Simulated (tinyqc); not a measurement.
Frequency dispersion of an accumulation capacitance by border traps, distributed model: one step of the calculation.

Traps spread evenly through the insulator exchange electrons with the semiconductor by tunnelling, with tau(x) = t0 exp(2 ka x) at depth x from the interface. The admittance per area Y seen at depth x obeys dY/dx = -Y^2/(i w eps0 eox) + q Nb ln(1 + i w tau)/tau, with Y(0) = i w Cs and w = 2 pi f; the gate sees Y(tox) = G + i w C. Working variable y = Y/(i w), in uF/cm^2. Cox = eps0 eox/tox.

Problem. Scales and lumped estimate. Cox; trap-free value 1/(1/Cox + 1/Cs); response depth d = ln(1/(w t0))/(2 ka), where w tau = 1; lumped estimate: all traps within d act as C_bt = q Nb d placed at d/2, so C = 1/{1/[1/(1/Cs + d/(2 eps0 eox)) + C_bt] + (tox - d/2)/(eps0 eox)}.

Parameters, values chosen for the exercise; permittivity close to that of hafnium oxide:
- eox = 19 (relative permittivity of the insulator)
- tox = 6.3 nm (insulator thickness)
- Cs = 1.5 uF/cm^2 (semiconductor capacitance in accumulation)
- Nb = 1.4e19 cm^-3 eV^-1 (density of border traps)
- ka = 5.8 1/nm (decay constant of the wave function in the insulator)
- t0 = 3e-9 s (time constant of a trap at the interface)
- f = 10000 Hz (frequency)

Constants: q = 1.602176634e-19 C, eps0 = 8.8541878128e-14 F/cm where lengths are in cm. Results are converted to the units shown.

Find: Cox; trap-free C; d; C_bt; lumped C.

Solution.

Cox = 2.670 uF/cm^2
trap-free C = 0.9605 uF/cm^2
d = 0.7393 nm
C_bt = 0.1658 uF/cm^2
lumped C = 1.030 uF/cm^2

The traps within reach amount to 0.111 Cs and lie in the first 11.7 % of the insulator.

Program tinyqc, `OMP_NUM_THREADS=1 python tinyqc.py 2202003 2202004 out.jsonl`; Intel Xeon 2.30GHz, shared host, one thread, about 0.4 s.
